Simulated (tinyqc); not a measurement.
Straight dislocations in isotropic elasticity: fields, energies, partials, Peierls stress and walls: one step, computed by the program tinyqc.

The line runs along z, the glide plane is y = 0, and beta is the angle between b and the line (0 screw, 90 degrees edge): b_e = b sin(beta) along +x with the extra half plane at y > 0, b_s = b cos(beta). Stress is positive in tension.

Question. Stress at a point. With D = G b_e/(2 pi (1 - nu)), S = G b_s/(2 pi), r^2 = x^2 + y^2: s_xx = -D y (3x^2 + y^2)/r^4, s_yy = D y (x^2 - y^2)/r^4, s_xy = D x (x^2 - y^2)/r^4, s_zz = nu (s_xx + s_yy), s_xz = -S y/r^2, s_yz = S x/r^2. Pressure p = -trace/3.

Inputs (values chosen for the exercise, modelled on gold): shear modulus G = 26.1 GPa; Poisson ratio nu = 0.436; Burgers vector b = 2.884 angstrom.

Character: edge.

field point (x, y) (nm): 9  1.7

Give: stress; pressure p.

Answer.

stress (MPa):
```
         x       y       z
x  -126.17  212.18    0.00
y   212.18   40.08    0.00
z     0.00    0.00  -37.53
```

pressure p = 41.208 MPa

The point lies above the glide plane, on the compressed side.
